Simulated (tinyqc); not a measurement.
One-sided p+-n junction, ionisation integral and breakdown: two steps of the calculation.

A p+ layer at x < 0 and an n drift layer from x = 0. Depletion approximation, built-in voltage neglected. Local ionisation coefficients alpha_n = an exp(-(bn/E)^mx), alpha_p = ap exp(-(bp/E)^mx). Electrons move towards +x, holes towards x = 0.

Inputs (values chosen for the exercise); material values close to those of silicon:
- eps_r = 11.5 (relative permittivity)
- an = 6.58e5 1/cm (prefactor of the electron ionisation coefficient)
- bn = 1.25e6 V/cm (field constant for electrons)
- ap = 1.65e6 1/cm (prefactor of the hole ionisation coefficient)
- bp = 2.01e6 V/cm (field constant for holes)
- mx = 1 (exponent)
- N = 7.6e14 cm^-3 (donor density of the drift layer)
- V = 217 V (reverse voltage)
- fr = 0.4 (share of the depleted width that the grid covers)

Constants: q = 1.602176634e-19 C, eps0 = 8.8541878128e-14 F/cm where lengths are in cm. Results are converted to the units shown.

Question 1. Field and ionisation coefficients on a grid. W = sqrt(2 eps0 eps_r V/(q N)), peak field E0 = q N W/(eps0 eps_r), falling linearly to 0 at W. Grid: 11 equal steps from 0 to fr W.

Find: W; x; E; alpha_n; alpha_p.

Answer 1.

W = 19.050 um

| point | x (um) | E (kV/cm) | alpha_n (1/cm) | alpha_p (1/cm) |
|---|---|---|---|---|
| 0 | 0.0000 | 227.82 | 2724.6 | 243.07 |
| 1 | 0.6927 | 219.53 | 2215.0 | 174.24 |
| 2 | 1.3855 | 211.25 | 1771.8 | 121.68 |
| 3 | 2.0782 | 202.96 | 1391.6 | 82.517 |
| 4 | 2.7710 | 194.68 | 1070.8 | 54.141 |
| 5 | 3.4637 | 186.39 | 804.93 | 34.217 |
| 6 | 4.1565 | 178.11 | 589.25 | 20.721 |
| 7 | 4.8492 | 169.83 | 418.42 | 11.949 |
| 8 | 5.5420 | 161.54 | 286.87 | 6.5124 |
| 9 | 6.2347 | 153.26 | 188.82 | 3.3239 |
| 10 | 6.9275 | 144.97 | 118.47 | 1.5710 |
| 11 | 7.6202 | 136.69 | 70.256 | 0.67802 |

Question 2. Ionisation integrals by the trapezoid rule. G(x) = integral from 0 to x of (alpha_n - alpha_p); I_n = integral of alpha_n exp(-G) (electrons injected at x = 0), I_p = integral of alpha_p exp(G(end) - G) (holes injected at the far edge); M = 1/(1 - I). All integrals by the trapezoid rule on the grid.

| point | x (um) | alpha_n (1/cm) | alpha_p (1/cm) |
|---|---|---|---|
| 0 | 0.0000000 | 2724.5753 | 243.07327 |
| 1 | 0.6927451 | 2215.0169 | 174.23805 |
| 2 | 1.3854902 | 1771.7506 | 121.67688 |
| 3 | 2.0782353 | 1391.5917 | 82.517057 |
| 4 | 2.7709804 | 1070.7651 | 54.140841 |
| 5 | 3.4637255 | 804.93251 | 34.216685 |
| 6 | 4.1564706 | 589.24501 | 20.721087 |
| 7 | 4.8492157 | 418.42382 | 11.949119 |
| 8 | 5.5419608 | 286.87170 | 6.5123622 |
| 9 | 6.2347059 | 188.81522 | 3.3238713 |
| 10 | 6.9274510 | 118.47486 | 1.5709691 |
| 11 | 7.6201961 | 70.255571 | 0.67801513 |

Give: G; alpha_n exp(-G); I_n; I_p; M_n; M_p.

Answer 2.

| point | G | alpha_n exp(-G) (1e3 1/cm) |
|---|---|---|
| 0 | 0.0000 | 2.725 |
| 1 | 0.1566 | 1.894 |
| 2 | 0.2845 | 1.333 |
| 3 | 0.3870 | 0.945 |
| 4 | 0.4675 | 0.671 |
| 5 | 0.5294 | 0.474 |
| 6 | 0.5758 | 0.331 |
| 7 | 0.6096 | 0.227 |
| 8 | 0.6334 | 0.152 |
| 9 | 0.6495 | 0.099 |
| 10 | 0.6600 | 0.061 |
| 11 | 0.6665 | 0.036 |

I_n = 0.5243
I_p = 0.06698
M_n = 2.102
M_p = 1.072

tinyqc, about 0.07 s, one thread, Intel Xeon 2.30GHz (shared host): `OMP_NUM_THREADS=1 python tinyqc.py 2120121 2120122 out.jsonl`
